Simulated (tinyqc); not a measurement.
## Reflectance at normal incidence against thickness

Normal incidence on air, film (n1) and substrate (N2 = n2 - i k2): r01 = (1 - n1)/(1 + n1), r12 = (n1 - N2)/(n1 + N2), amplitude (r01 + r12 X)/(1 + r01 r12 X), X = exp(-4 pi i n1 d/lam), R its squared modulus, phase from 0 to 360 degrees.

Parameters, values chosen for the exercise: wavelength lam = 405 nm; index of the transparent film n1 = 1.652; index of the substrate n2 = 5.42; extinction coefficient of the substrate k2 = 0.329.

Reflectance at normal incidence against thickness:
```
d (nm),R (%),phase of the reflected amplitude (degrees)
0,47.537,178.68
15,43.981,152.79
30,33.871,121.84
45,19.419,77.258
60,11.033,2.9249
75,18.508,286.57
90,32.988,240.55
105,43.513,209.04
120,47.501,182.99
```

Read the table: what changes, and by how much?

R goes from 47.5 through a minimum of 11.0 (at d = 60 nm among the rows listed) to 47.5 %. At a quarter wave, d = 61.3 nm, R = 11.0 %; for a transparent substrate it would vanish for n1 = sqrt(n2) = 2.33.

Computed by the program tinyqc: `OMP_NUM_THREADS=1 python tinyqc.py 2870127 2870128 out.jsonl`, one thread of a shared Intel Xeon 2.30GHz, about 0.01 s for the whole run.
